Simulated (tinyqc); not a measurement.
Hexagonal on-chip spiral inductor, lumped pi model: one step of the calculation.

Outer diameter do = di + 2 n wd + 2 (n - 1) sp, mean da = (do + di)/2, fill p = (do - di)/(do + di), length l = 3.464 n da. L = 2.33 mu0 n^2 da/(1 + 3.82 p), mu0 = 4 pi 1e-7 H/m. Rs = rho l/(wd delta (1 - exp(-th/delta))), delta = sqrt(rho/(pi f mu0)). Cs = n wd^2 eps0 eo/hu across the coil. At each end Cox = l wd eps0 eo/(2 ho) leads to the substrate branch Rsi = 2 rs he/(l wd) in parallel with Csi = l wd eps0 11.7/(2 he). With one end grounded Y = 1/(Rs + i w L) + i w Cs + 1/[1/(i w Cox) + 1/(1/Rsi + i w Csi)], w = 2 pi f; Q = -Im Y/Re Y. Eddy currents in neighbouring turns and in the substrate are left out.

Problem. Admittance, quality factor and apparent inductance. Series branch 1/(Rs + i w L), substrate branch, total Y, Q = -Im Y/Re Y, apparent inductance Im(1/Y)/w, metal-only value w L/Rs, share of the loss in the substrate Re(substrate branch)/Re Y.

Inputs (values chosen for the exercise):
- f = 4.2 GHz (frequency)

L = 3.7545559 nH
Rs = 15.220166 ohm
Cs = 3.9554072 fF
Cox = 50.468696 fF
Rsi = 83440.596 ohm
Csi = 12.415299 fF

Find: series branch; substrate branch; Y; Q; apparent inductance; w L/Rs; share of the loss in the substrate.

Solution.

series branch = 1.5147-9.8601i mS
substrate branch = 0.00772+0.26300i mS
Y = 1.5224-9.4928i mS
Q = 6.2355
apparent inductance = 3.8918 nH
w L/Rs = 6.5098
share of the loss in the substrate = 0.50704 %

Q is 95.8 % of the metal-only value.

Program tinyqc, `OMP_NUM_THREADS=1 python tinyqc.py 2302154 2302155 out.jsonl`; Intel Xeon 2.30GHz, shared host, one thread, about 0.01 s.
